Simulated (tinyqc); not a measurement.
Valence-band offset from core levels (Kraut method), with the dipole against the affinity rule: one step of the calculation.

Binding energies are counted downwards from the Fermi level. dEv > 0 means that the valence edge of B lies below that of A, dEc > 0 that the conduction edge of B lies above that of A; dEc + dEv = EgB - EgA. The spectra are made-up values treated as data.

Task. Interface dipole. The affinity rule gives dEc(0) = chiA - chiB; the dipole step is D = dEc - dEc(0), and two sheets of opposite charge dd apart hold N = eps0 ei |D|/(q dd).

Inputs (values chosen for the exercise); gaps and affinities close to those of In0.53Ga0.47As (A) and aluminium oxide (B):
```
symbol,value,unit,meaning
chiA,4.57,eV,electron affinity of A
chiB,1,eV,electron affinity of B
ei,7.2,,relative permittivity inside the dipole layer
dd,0.22,nm,thickness of the dipole layer
```

Constants: q = 1.602176634e-19 C, eps0 = 8.8541878128e-14 F/cm where lengths are in cm. Results are converted to the units shown.

dEc = 3.5655988 eV

Give: dEc(0); D; N; field in the dipole layer.

Result.

dEc(0) = 3.5700 eV
D = -0.0044012 eV
N = 7.9601e11 cm^-2
field in the dipole layer = 0.20005 MV/cm

N is 0.0011 elementary charges for each of about 7e14 surface atoms per cm^2.

tinyqc, about 0.01 s, one thread, Intel Xeon 2.30GHz (shared host): `OMP_NUM_THREADS=1 python tinyqc.py 2410003 2410004 out.jsonl`
